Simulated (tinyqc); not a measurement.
## Material parameters from the melting point of the curve

Inverse problem. In a hemispherical model of a phase-change cell the resistance is rho/(2 pi r0), and melting starts where I^2 rho b^2/(32 pi^2 ka r0^2) = Tm - T0. Find rho and ka.

Values chosen for this exercise:
- T0 = 300 K (ambient temperature)
- Tm = 894 K (melting point)
- r0 = 37 nm (radius of the heater contact)

resistance = 0.30110395 kohm
melting current = 1194.4891 uA
b = 1.9309569

Solution. The resistance gives rho, and the melting current then gives ka.

rho = 7.00 mohm cm
ka = 1.45 W/(m K)

Program tinyqc, `OMP_NUM_THREADS=1 python tinyqc.py 2490057 2490058 out.jsonl`; Intel Xeon 2.30GHz, shared host, one thread, about 0.01 s.
